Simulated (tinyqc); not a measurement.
Rigid-ion and shell models of the dielectric response of an ionic crystal: one step, computed by the program tinyqc.

Charges +Z and -Z; 4 nearest neighbours, Madelung constant M = 1.638055, volume per ion pair Omega = 3.079201 d^3. Energy per pair U = -M Z^2 e2/d + 4 A exp(-d/rho), e2 = e^2/(4 pi eps_0). In the shell model the anion is a core of charge Y - Z and a massless shell of charge -Y, joined by the spring k; the repulsion acts on the shell. Each ion feels the Lorentz field E + (4 pi/3) P (Gaussian units).

Question. Rigid ions. With C = 4 pi Z^2 e2/(3 Omega): mu lambda_TO = R - C, mu lambda_LO = R + 2 C; eps_inf = 1 and eps_s = lambda_LO/lambda_TO. lambda in eV/(angstrom^2 u) gives the wavenumber 15.6333042 x 33.35640952 x sqrt(lambda); mu is the reduced mass.

Inputs (values chosen for the exercise, for a model crystal): ionic charge Z = 1 e; cation mass = 59.8 u; anion mass = 14.007 u.

Structure: zinc blende.

volume Omega = 31.03126 angstrom^3

repulsive spring R = 7.255723 eV/angstrom^2

Constants: e^2/(4 pi eps_0) = 14.39964548 eV angstrom; nu for 1 eV/(angstrom^2 u) = 15.6333042 THz; 1 THz = 33.35640952 1/cm.

Give: Coulomb spring C; omega_TO, rigid ions; omega_LO, rigid ions; eps_s, rigid ions.

Answer.

Coulomb spring C = 1.944 eV/angstrom^2

omega_TO, rigid ions = 356.8 1/cm

omega_LO, rigid ions = 516.7 1/cm

eps_s, rigid ions = 2.098
